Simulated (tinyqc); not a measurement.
Thickness, silicon consumed, volume change, sheet resistance: thermodynamics of metal silicides: hull, first phase, silicon consumed, nucleation and stability against SiO2. Computed by tinyqc, a small Python program. Command: `OMP_NUM_THREADS=1 python tinyqc.py 3016516 3016517 out.jsonl silphase walk`. One thread of a shared host (Intel(R) Xeon(R) Processor @ 2.30GHz), about 0.01 s of CPU time with the checks.

Entropies of formation of the solids are neglected, so heats stand for free energies. Si fractions: M2Si 0.3333, MSi 0.5000, MSi2 0.6667.

Inputs (values chosen for the exercise, of the order of those of cobalt silicides for heats and volumes only): molar volume of M = 6.67 cm^3/mol; molar volume of Si = 12.06 cm^3/mol; metal thickness t = 32 nm.

Phases: M2Si, MSi, MSi2.

volumes of the three phases per mole of M (cm^3/mol): [9.75, 13, 23.1]

resistivities of the three phases (microohm cm): [28, 18, 18]

Method. Per phase M_a Si_b, for ample silicon (not limited to t_Si): silicide thickness = t V/V_M; silicon consumed = t (b/a) V_Si/V_M; net volume change = V/(V_M + (b/a) V_Si) - 1; the top surface lies (silicide thickness - silicon consumed) above the old interface; sheet resistance = resistivity/thickness.

Films:
```
phase  thickness (nm)  Si consumed (nm)  volume change (%)  top above old interface (nm)  sheet resistance (ohm)
M2Si            46.78             28.93            -23.228                        17.847                  5.9859
MSi             62.37             57.86            -30.593                         4.510                  2.8861
MSi2           110.82            115.72            -24.976                        -4.894                  1.6242
```

silicon consumed by MSi = 57.859 nm

sheet resistance of MSi = 2.8861 ohm

For a given sheet resistance the silicon consumed goes as resistivity x (b/a)/V: M2Si 1.44, MSi 1.38, MSi2 1.56. It is least for MSi, which matters on shallow junctions and thin silicon. All three reactions shrink the total volume.

Extremes, crossings and ranges named in words are read from the listed rows.
